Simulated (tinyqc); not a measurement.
## Energy and delay of logic against supply voltage: energy and delay against supply voltage

One expression serves below and above threshold: I(Vg) = Ik [ln(1 + exp((Vg - VT + dd V)/(al nf Vt)))]^al, with I_on = I(V) and I_off = I(0). Gate delay td = kd C V/I_on, clock period LD td. Per gate and cycle the switching energy is act C V^2 and the leakage energy I_off V LD td. No short-circuit current, no variation. Minima are sought above 0.09 V; below a few Vt gates no longer switch and the model has no meaning.

EDP = energy times td.

Parameters, values chosen for the exercise; values of the order met in logic technologies: temperature T = 300 K; threshold voltage at zero drain bias VT = 0.18 V; slope factor nf = 1.22; barrier lowering per volt of supply dd = 0.07; specific current of a gate Ik = 0.33 uA; exponent of the current law al = 1.78; load capacitance of a gate C = 1.1 fF; delay factor kd = 0.9; logic depth LD = 20; activity factor act = 0.1.

Constants: q = 1.602176634e-19 C, kB = 1.380649e-23 J/K, Vt = kB T/q. Results are converted to the units shown.

Result of one run:

| V (V) | I_on (uA) | I_off (nA) | td (ps) | switching (aJ) | leakage (aJ) | energy (aJ) | EDP (fJ ps) |
|---|---|---|---|---|---|---|---|
| 0.27 | 1.209 | 1.900 | 221.1 | 8.019 | 2.268 | 10.29 | 2.274 |

What becomes of these results when the supply voltage V is changed from 0.27 to 1.08 V, all else the same?

Result of the changed run:

| V (V) | I_on (uA) | I_off (nA) | td (ps) | switching (aJ) | leakage (aJ) | energy (aJ) | EDP (fJ ps) |
|---|---|---|---|---|---|---|---|
| 1.08 | 53.18 | 10.58 | 20.11 | 128.3 | 4.593 | 132.9 | 2.672 |

The whole series:

| V (V) | I_on (uA) | I_off (nA) | td (ps) | switching (aJ) | leakage (aJ) | energy (aJ) | EDP (fJ ps) |
|---|---|---|---|---|---|---|---|
| 0.15 | 0.1082 | 1.466 | 1372 | 2.475 | 6.034 | 8.509 | 11.68 |
| 0.27 | 1.209 | 1.900 | 221.1 | 8.019 | 2.268 | 10.29 | 2.274 |
| 0.38 | 3.986 | 2.408 | 94.39 | 15.88 | 1.728 | 17.61 | 1.662 |
| 0.5 | 8.799 | 3.116 | 56.26 | 27.50 | 1.753 | 29.25 | 1.646 |
| 0.62 | 15.24 | 4.025 | 40.28 | 42.28 | 2.011 | 44.29 | 1.784 |
| 0.73 | 22.46 | 5.084 | 32.18 | 58.62 | 2.389 | 61.01 | 1.963 |
| 0.85 | 31.70 | 6.548 | 26.55 | 79.47 | 2.955 | 82.43 | 2.189 |
| 0.97 | 42.30 | 8.417 | 22.70 | 103.5 | 3.707 | 107.2 | 2.434 |
| 1.08 | 53.18 | 10.58 | 20.11 | 128.3 | 4.593 | 132.9 | 2.672 |
| 1.2 | 66.27 | 13.53 | 17.93 | 158.4 | 5.824 | 164.2 | 2.944 |

td falls from 1370 to 17.9 ps; the energy rises from 8.51 to 164 aJ and the EDP goes from 11.7 through a minimum of 1.65 (at V = 0.5 V among the rows listed) to 2.94 fJ ps. The exact minima lie at V = 0.185 V for the energy and 0.441 V for the EDP. Going from 1.2 V to the energy minimum saves a factor of 20.6 in energy and costs a factor of 39.9 in delay. Below the minimum the leakage energy rises faster than the switching energy falls, because the clock period grows so steeply.

Program tinyqc, `OMP_NUM_THREADS=1 python tinyqc.py 2082187 2082188 out.jsonl`; Intel Xeon 2.30GHz, shared host, one thread, about 0.01 s.
